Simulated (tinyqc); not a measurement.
Changing the temperature T: three-phonon processes in a diatomic chain: dispersion, energy and momentum conservation, and decay channels of optical phonons. Computed by tinyqc, a small Python program. Command: `OMP_NUM_THREADS=1 python tinyqc.py 3120459 3120460 out.jsonl threeph sweep`. One thread of a shared host (Intel(R) Xeon(R) Processor @ 2.30GHz), about 0.01 s of CPU time with the checks.

Cell length a, two atoms, one spring constant. x = q a/pi runs from -1 to 1; A and O are the acoustic and optical branches. Matrix elements are not computed: only conservation laws and occupation factors are followed.

Inputs (values chosen for the exercise, for a model chain):

| quantity | value | unit |
|---|---|---|
| light mass m | 31 | u |
| heavy mass M | 85.2 | u |
| spring constant k | 4.2 | eV/angstrom^2 |
| zero-temperature width Gamma_0 | 2.3 | 1/cm |

Constants: nu for 1 eV/(angstrom^2 u) = 15.6333042 THz; h x 1 THz = 4.135667696 meV; k_B = 8.617333262e-05 eV/K; c = 299792458 m/s.

Method:
- omega^2 = k (1/m + 1/M) -/+ k sqrt((1/m + 1/M)^2 - 4 sin^2(pi x/2)/(m M)); nu = 15.6333042 THz x sqrt(omega^2) for eV/(angstrom^2 u).
- Acoustic top sqrt(2 k/M), optical bottom sqrt(2 k/m), optical top sqrt(2 k (1/m + 1/M)).
- O(0) -> A(x) + A(-x) needs nu_A(x) = nu_O(0)/2, which gives sin^2(pi x/2) = (3/16)(m + M)^2/(m M). Full width at half maximum Gamma = Gamma_0 (1 + 2 n), n = 1/(exp(h nu_A/(k_B T)) - 1); lifetime = 1/(2 pi c Gamma).

One run for each value:

| temperature T (K) | width Gamma (1/cm) | occupation n | lifetime (ps) |
|---|---|---|---|
| 20 | 2.300 | 1.1166e-05 | 2.3081 |
| 33 | 2.305 | 9.9806e-04 | 2.3036 |
| 56 | 2.380 | 1.7332e-02 | 2.2309 |
| 93 | 2.733 | 9.4218e-02 | 1.9422 |
| 150 | 3.587 | 2.7981e-01 | 1.4800 |
| 260 | 5.576 | 7.1226e-01 | 0.9520 |
| 430 | 8.876 | 1.4295e+00 | 0.5981 |
| 720 | 14.644 | 2.6835e+00 | 0.3625 |
| 1200 | 24.278 | 4.7778e+00 | 0.2187 |

Describe and explain the trends.

Over the rows, width Gamma (1/cm) rises from 2.30 to 24.3 (exponent d ln y / d ln x 0.0039 between the first rows and 0.99 between the last); occupation n rises from 1.12e-5 to 4.78 (exponent d ln y / d ln x 9.0 between the first rows and 1.1 between the last); lifetime (ps) falls from 2.31 to 0.219 (exponent d ln y / d ln x -0.0039 between the first rows and -0.99 between the last). At the high end the exponent of width Gamma is 0.99, close to 1: the classical limit, n = k_B T/(h nu). At the low end the exponent of width Gamma is 0.00, close to 0: spontaneous decay alone.

Extremes, crossings and ranges named in words are read from the listed rows.
